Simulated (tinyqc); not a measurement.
Inside a calculation. Model: anisotropic wet etching of Si(100): plane rates, V-grooves, membranes and undercut. Computed by tinyqc, a small Python program that keeps every step. Command: `OMP_NUM_THREADS=1 python tinyqc.py 3022596 3022597 out.jsonl wetetch walk`. One thread of a shared host (Intel(R) Xeon(R) Processor @ 2.30GHz), about 0.01 s of CPU time with the checks. Intermediate numbers are printed to about 5 digits and carried at full precision; extremes and crossings named in words are read from the listed rows.

A long slot opens the mask on a (100) wafer. The floor etches at R100; (111) walls stand at theta = arctan(sqrt2) = 54.7356 degrees to the surface and recede at R111 along their normal.

Inputs (values chosen for the exercise, close to those used for potassium hydroxide solutions):

| quantity | value | unit |
|---|---|---|
| prefactor k0 of the (100) rate | 4.4e+08 | um/min |
| activation energy of (100), E | 0.595 | eV |
| ratio (100)/(111) at 80 C | 220 | - |
| extra energy of (111), dE | 0.078 | eV |
| ratio (100)/oxide at 80 C | 170 | - |
| extra energy of the oxide, dE_ox | 0.24 | eV |
| corner undercut rate over (100) rate, c | 2.5 | - |
| bath temperature T | 95 | C |
| width w (mask opening along <110>, or membrane width in the design step) | 120 | um |
| misalignment of the mask | 0.2 | degrees |
| etch time t | 4.2 | min |
| wafer thickness d | 675 | um |
| membrane thickness wanted | 48 | um |

Constants: k_B = 8.617333262e-05 eV/K.

## Rates

R100 = k0 exp(-E/(k_B T)); a ratio given at 80 C scales as exp[(extra energy/k_B)(1/T - 1/353.15 K)]; R111 and R_ox follow by division. Temperatures in kelvin are T(C) + 273.15.

R100 = 3.1493 um/min

R111 = 0.015891 um/min

R_ox = 0.025546 um/min

anisotropy R100/R111 = 198.18

## Shape after the time t

A misaligned edge exposes ledges and adds R100 sin(misalignment) to the lateral rate (a simple estimate): u = R111/sin(theta) + R100 sin(misalignment). Top width W = w + 2 u t; floor width b = W - 2 z/tan(theta) = W - sqrt2 z. The floor lasts until b = 0, at t_V = w/(sqrt2 R100 - 2u); depth z = R100 t before t_V and W/sqrt2 after.

lateral rate u = 0.030456 um/min

time t_V to close the V = 27.317 min

top width W = 120.26 um

depth z = 13.227 um

floor width b = 101.55 um

The floor remains; undercut per side is 0.128 um, 0.97 % of the depth.

## Designing a membrane from the back side

Etch depth d - membrane, time = depth/R100; for a membrane as wide as w the opening must be w + sqrt2 depth - 2 u time; oxide mask consumed R_ox x time; a 1 K error changes the depth by the fraction E/(k_B T^2); a convex mask corner, such as that of a mesa, would retreat by c x depth.

time to reach the membrane = 199.09 min

opening needed = 994.59 um

oxide consumed = 5085.9 nm

depth error per kelvin = 31.942 um

retreat of a convex corner = 1567.5 um

The error per kelvin is 67 % of the membrane, so a timed etch cannot hold it and an etch stop is needed. The oxide loss calls for a nitride mask. A corner retreat larger than the depth shows why mesas need compensation structures. Caution: the remaining silicon is too narrow for its thickness to act as a membrane. Caution: rates also depend on concentration, doping, additives and stirring, all held fixed here.

## Speed against selectivity over temperature

Each row etches to the depth d - membrane; undercut per side = (R111/sin(theta) + R100 sin(misalignment)) x time.

Etching to a fixed depth:

| T (C) | R100 (um/min) | R100/R111 | time (h) | undercut (um) | oxide consumed (nm) |
|---|---|---|---|---|---|
| 30 | 0.0565 | 335.75 | 185.08 | 4.4758 | 1004.4 |
| 40 | 0.1169 | 305.22 | 89.43 | 4.7046 | 1346.9 |
| 50 | 0.2312 | 279.10 | 45.20 | 4.9400 | 1773.6 |
| 60 | 0.4390 | 256.59 | 23.80 | 5.1814 | 2297.2 |
| 70 | 0.8032 | 237.06 | 13.01 | 5.4279 | 2930.9 |
| 80 | 1.4199 | 220.00 | 7.36 | 5.6792 | 3688.2 |
| 90 | 2.4326 | 205.01 | 4.30 | 5.9344 | 4582.8 |
| 100 | 4.0491 | 191.76 | 2.58 | 6.1932 | 5628.5 |

From 30 to 100 C the time falls by a factor 71.7, while the oxide loss grows by 5.60 and the undercut by 1.38: the slower planes and the mask have the higher activation energies, so heat costs selectivity. Misalignment gives 2.19 um of the undercut at any T.

Checks made by the program: depth against time integration (relative difference below 1e-10).
